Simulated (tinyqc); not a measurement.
Inside a calculation. Model: two coupled magnetic layers: synthetic antiferromagnet, spin flop, exchange bias and magnetoresistance. Computed by tinyqc, a small Python program that keeps every step. Command: `OMP_NUM_THREADS=1 python tinyqc.py 3018913 3018914 out.jsonl saf walk`. One thread of a shared host (Intel(R) Xeon(R) Processor @ 2.30GHz), about 0.4 s of CPU time with the checks. Intermediate numbers are printed to about 5 digits and carried at full precision; extremes and crossings named in words are read from the listed rows.

Moments lie in the plane at the angles p1, p2 from the field. Energy per area: E = J1 cos(p1 - p2) + J2 cos^2(p1 - p2) - B M_s (t1 cos p1 + t2 cos p2) + K (t1 sin^2 p1 + t2 sin^2 p2).

Inputs (values chosen for the exercise, for a model stack): saturation magnetisation M_s = 1140 kA/m; thickness t1 = 2.9 nm; thickness t2 = 2 nm; antiferromagnetic coupling J1 = 0.12 mJ/m^2; biquadratic coupling J2 = 0 mJ/m^2; in-plane anisotropy K = 2.1 kJ/m^3; field over the saturation field = 0.49; spin polarisation P1 = 0.58; spin polarisation P2 = 0.76; resistance-area product, parallel = 5 ohm micrometre^2; exchange-bias energy J_ex = 0.4 mJ/m^2.

Field direction: along the easy axis.

## Saturation field

The parallel state is stable while the Hessian at p1 = p2 = 0 is positive: with c = J1 + 2 J2 and u = B M_s + 2K, (u t1 - c)(u t2 - c) > c^2, so B_sat M_s = c (1/t1 + 1/t2) - 2K. B_K = 2K/M_s.

exchange field c (1/t1 + 1/t2)/M_s = 88.929 mT

B_K = 3.6842 mT

saturation field B_sat = 85.245 mT

applied field B = 41.770 mT

## Limit of the antiparallel state

With p1 = 0, p2 = 180 degrees and c2 = J1 - 2 J2 the Hessian is [[c2 + t1 (2K + b), -c2], [-c2, c2 + t2 (2K - b)]], b = B M_s; its determinant vanishes at the positive root of t1 t2 b^2 - c2 (t1 - t2) b - [2K c2 (t1 + t2) + 4 K^2 t1 t2] = 0.

stability limit B_sf of the antiparallel state = 28.364 mT

Net moment and anisotropy together hold the collinear state up to 0.33 B_sat.

## Equilibrium at the field B

The lowest minimum of E over both angles (from five starts; of two mirror images the one with p1 >= 0, and for equal layers |p1| <= |p2|).

p1 = 40.423 degrees

p2 = -86.799 degrees

m/m_sat along B = 0.47334

energy = -0.17629 mJ/m^2

The moments are canted, 127.2 degrees apart.

## Tunnel magnetoresistance against a free layer along B

Julliere: TMR = 2 P1 P2/(1 - P1 P2). Conductance G(theta) = G0 (1 + P1 P2 cos theta), so RA(theta) = RA_P (1 + P1 P2)/(1 + P1 P2 cos theta); theta = p2 for the layer next to the barrier.

TMR = 157.65 %

RA, antiparallel = 12.883 ohm micrometre^2

RA at this field = 7.0309 ohm micrometre^2

## Pinning of a single layer

A layer t1 on an antiferromagnet is shifted by B_ex = J_ex/(M_s t1).

bias field, single layer = 120.99 mT

## Pinning of the pair

A rigid antiparallel pair has the net moment M_s (t1 - t2), so the same J_ex holds it up to J_ex/(M_s (t1 - t2)).

bias field, rigid pair = 389.86 mT

Caution: at such fields the pair is no longer rigid.

## Magnetisation curve

The formulas are those given above.

Equilibrium states:
```
B/B_sat  B (mT)  p1 (degrees)  p2 (degrees)  m/m_sat
0.02      1.705         0.000       -180.00   0.1837
0.06      5.115         0.000       -180.00   0.1837
0.12     10.229         0.000       -180.00   0.1837
0.20     17.049         0.000       -180.00   0.1837
0.30     25.574         0.000       -180.00   0.1837
0.45     38.360        39.456        -94.37   0.4258
0.60     51.147        39.167        -70.84   0.5928
0.80     68.196        29.496        -46.10   0.7982
0.95     80.983        15.033        -22.13   0.9497
1.10     93.770         0.000          0.00   1.0000
```

The collinear state is the lowest in 5 row(s), with m/m_sat = (t1 - t2)/(t1 + t2) = 0.184; then the moments are canted and close at B_sat. The largest gap between m/m_sat and B/B_sat in the canted rows is 0.024.

Checks made by the program: the energy against a grid over both angles (relative difference 6e-08).
